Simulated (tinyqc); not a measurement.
Square-lattice Ising model by mean field, Bethe lattice, transfer matrix, exact enumeration and Monte Carlo steps: one step, computed by the program tinyqc. Command: `OMP_NUM_THREADS=1 python tinyqc.py 3028443 3028444 out.jsonl ising walk`. One thread of a shared host (Intel(R) Xeon(R) Processor @ 2.30GHz), about 1 s of CPU time with the checks.

H = -J sum over nearest pairs s_i s_j, s = +-1, no field, periodic boundaries; energies per site are in J. As a lattice gas or an alloy, s marks which species holds the site.

Question. Transfer matrix. Strip of w sites, periodic across (for w = 2 the pair is joined by two bonds): T(s, s') = exp(K [sum_i s_i s'_i + (r(s) + r(s'))/2]), r(s) = sum_i s_i s_(i+1).

Inputs (values chosen for the exercise, for a model lattice): temperature T = 272 K; strip width w = 3.

K = 0.2192913

Give: T.

Answer.

T, lower triangle (symmetric):
```
       +++    ++-    +-+    +--    -++    -+-    --+    ---
+++  3.728
++-  1.551  1.551
+-+  1.551  0.645  1.551
+--  1.000  1.000  1.000  1.551
-++  1.551  0.645  0.645  0.416  1.551
-+-  1.000  1.000  0.416  0.645  1.000  1.551
--+  1.000  0.416  1.000  0.645  1.000  0.645  1.551
---  1.000  1.000  1.000  1.551  1.000  1.551  1.551  3.728
```
